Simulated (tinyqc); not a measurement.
Inside a calculation. Method: tight binding, dimerised chain. One step of it, computed by the program tinyqc.

Question. Levels at X. Diagonalise the Hermitian matrix.

H(k) at X (eV):
```
           A          B
A   0.360000  -0.650000
B  -0.650000  -0.360000
```

Give: eigenvalues; weights |c|^2 of the basis functions.

Answer.

eigenvalues (eV): -0.7430  0.7430

weights |c|^2 of the basis functions:
```
   band 1  band 2
A  0.2578  0.7422
B  0.7422  0.2578
```
